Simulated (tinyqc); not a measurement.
# Junctionless gate-all-around wire, depletion approximation: output curve

A uniformly doped n-type wire of radius R under a surrounding gate; long channel. Below flat band a shell from radius rc to R is fully depleted and the neutral core, at channel potential V (0 at the source, Vd at the drain), carries the current with constant mobility; s = (rc/R)^2 is the share of the cross-section that conducts. The edge of the depleted shell is taken as abrupt, so there is no subthreshold current.

Cox = eps0 eox/(R ln(1 + tox/R)); A = q Nd R^2/(4 eps0 eps_r); B = q Nd R/(2 Cox); VT = Vfb - A - B. s solves Vfb - Vg + V = A (1 - s + s ln s) + B (1 - s), and s = 0 where the left side exceeds A + B. I = (q mu Nd pi R^2/L)[g(s0) - g(sL)], g = A (s^2/4 - (s^2/2) ln s) + B s^2/2, with s0 at V = 0 and sL at V = Vd.

Parameters, values chosen for the exercise; material values those of a made-up semiconductor:
```
symbol   value        unit                                      meaning
eps_r     12.4               relative permittivity of the semiconductor
eox        7.5              relative permittivity of the gate insulator
tox          7          nm                          insulator thickness
R           10          nm                                  wire radius
Nd      2.7e18       cm^-3                                donor density
Vfb       0.31           V                            flat-band voltage
mu          33  cm^2/(V s)               effective mobility in the wire
L            1          um                                  gate length
Vg         0.1           V                                 gate voltage
```

Constants: q = 1.602176634e-19 C, eps0 = 8.8541878128e-14 F/cm where lengths are in cm. Results are converted to the units shown.

Output curve:
```
Vd (V)         sL     I (uA)  I/Vd (uS)
0.01      0.10382  5.2337e-4   0.052337
0.02     0.079346  9.3350e-4   0.046675
0.03     0.056525  0.0012375   0.041251
0.04     0.035557  0.0014433   0.036082
0.05     0.016823  0.0015598   0.031195
0.06    0.0014584  0.0015990   0.026650
0.07            0  0.0015994   0.022849
0.08            0  0.0015994   0.019992
```

Read the table: what changes, and by how much?

The current rises from 5.23e-4 to 0.00160 uA; the conducting share at the drain falls from 0.104 to 0. The core closes at Vd = Vg - VT = 0.0613 V, and the current is constant beyond. In every row the core at the source is under two Debye lengths (at 300 K) in radius, so the abrupt edge fails.

Computed by the program tinyqc: `OMP_NUM_THREADS=1 python tinyqc.py 2460121 2460122 out.jsonl`, one thread of a shared Intel Xeon 2.30GHz, about 0.01 s for the whole run.
